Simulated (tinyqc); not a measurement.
From results back to parameters: tunnelling through a thin dielectric with one trap, as a tight-binding chain. Five cases, with inputs chosen for the exercise.

Problem. A resonance has full width Gamma_L + Gamma_R and peak height 4 Gamma_L Gamma_R/(Gamma_L + Gamma_R)^2. The values come from hidden widths.

Find: larger and smaller width.

Method. The widths are (W/2)(1 +/- sqrt(1 - peak)); which belongs to which lead the line shape cannot tell.

Case 1.

full width = 59.0764 meV
peak height = 0.154190

Solution.

larger and smaller width (meV): 56.7  2.37

Case 2.

full width = 46.9989 meV
peak height = 0.110068

Solution.

larger and smaller width (meV): 45.7  1.33

Case 3.

full width = 98.6461 meV
peak height = 0.00119495

Solution.

larger and smaller width (meV): 98.6  0.0295

Case 4.

full width = 18.9300 meV
peak height = 0.738511

Solution.

larger and smaller width (meV): 14.3  4.62

Case 5.

full width = 32.1017 meV
peak height = 0.0699616

Solution.

larger and smaller width (meV): 31.5  0.572

Computed by tinyqc, one run a case: `OMP_NUM_THREADS=1 python tinyqc.py N N+1 out.jsonl` with N = 1450208, 1450273, 1450276, 1450281, 1450316; one thread of a shared Intel(R) Xeon(R) Processor @ 2.30GHz, about 0.1 s a run at most.
